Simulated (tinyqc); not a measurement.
Punch-through p+-n junction, ionisation integral and breakdown: two steps of the calculation.

A p+ layer at x < 0 and an n drift layer from x = 0 to L on an n+ substrate. Depletion approximation, built-in voltage neglected. Local ionisation coefficients alpha_n = an exp(-(bn/E)^mx), alpha_p = ap exp(-(bp/E)^mx). Electrons move towards +x, holes towards x = 0.

Values chosen for this exercise; material values close to those of indium phosphide:
- eps_r = 12.6 (relative permittivity)
- an = 1.15e7 1/cm (prefactor of the electron ionisation coefficient)
- bn = 2.91e6 V/cm (field constant for electrons)
- ap = 4.99e6 1/cm (prefactor of the hole ionisation coefficient)
- bp = 2.39e6 V/cm (field constant for holes)
- mx = 1 (exponent)
- N = 2.6e15 cm^-3 (donor density of the drift layer)
- L = 2.8 um (thickness of the drift layer)
- V = 80.2 V (reverse voltage)
- fr = 1 (share of the depleted width that the grid covers)

Constants: q = 1.602176634e-19 C, eps0 = 8.8541878128e-14 F/cm where lengths are in cm. Results are converted to the units shown.

Problem 1. Field and ionisation coefficients on a grid. W = sqrt(2 eps0 eps_r V/(q N)), peak field E0 = q N W/(eps0 eps_r), falling linearly to 0 at W; if W > L the layer is punched through: W = L, E0 = V/L + q N L/(2 eps0 eps_r), falling linearly to E1 = V/L - q N L/(2 eps0 eps_r). Grid: 12 equal steps from 0 to fr W.

Give: W; x; E; alpha_n; alpha_p.

Solution 1.

W = 2.800 um
x, point 0 to 12 (um): [0.000, 0.233, 0.467, 0.700, 0.933, 1.167, 1.400, 1.633, 1.867, 2.100, 2.333, 2.567, 2.800]
E, point 0 to 12 (kV/cm): [338.7, 330.0, 321.3, 312.6, 303.9, 295.1, 286.4, 277.7, 269.0, 260.3, 251.6, 242.9, 234.2]
alpha_n, point 0 to 12 (1/cm): [2135, 1702, 1340, 1041, 797.0, 600.7, 445.1, 323.6, 230.5, 160.5, 109.0, 71.95, 46.07]
alpha_p, point 0 to 12 (1/cm): [4301, 3570, 2933, 2384, 1915, 1518, 1187, 913.3, 691.1, 513.3, 373.5, 265.6, 184.2]

Problem 2. Ionisation integrals by the trapezoid rule. G(x) = integral from 0 to x of (alpha_n - alpha_p); I_n = integral of alpha_n exp(-G) (electrons injected at x = 0), I_p = integral of alpha_p exp(G(end) - G) (holes injected at the far edge); M = 1/(1 - I). All integrals by the trapezoid rule on the grid.

x, point 0 to 12 (um): [0.0000000, 0.2333333, 0.4666667, 0.7000000, 0.9333333, 1.1666667, 1.4000000, 1.6333333, 1.8666667, 2.1000000, 2.3333333, 2.5666667, 2.8000000]
alpha_n, point 0 to 12 (1/cm): [2135.1014, 1701.7851, 1339.8245, 1040.8815, 797.01560, 600.74153, 445.08114, 323.60741, 230.47902, 160.46402, 108.95123, 71.948658, 46.068350]
alpha_p, point 0 to 12 (1/cm): [4301.0950, 3570.0072, 2933.3973, 2384.0616, 1914.6959, 1517.9608, 1186.5519, 913.27376, 691.11629, 513.33126, 373.50707, 265.63895, 184.19188]

Wanted: G; alpha_n exp(-G); I_n; I_p; M_n; M_p.

Solution 2.

G, point 0 to 12: [0.0000, -0.0471, -0.0875, -0.1217, -0.1504, -0.1742, -0.1935, -0.2090, -0.2213, -0.2308, -0.2380, -0.2433, -0.2472]
alpha_n exp(-G), point 0 to 12 (in units of 1e3 1/cm): [2.135, 1.784, 1.462, 1.176, 0.926, 0.715, 0.540, 0.399, 0.288, 0.202, 0.138, 0.092, 0.059]
I_n = 0.2058
I_p = 0.3795
M_n = 1.259
M_p = 1.612

tinyqc, about 0.07 s, one thread, Intel Xeon 2.30GHz (shared host): `OMP_NUM_THREADS=1 python tinyqc.py 2120013 2120014 out.jsonl`
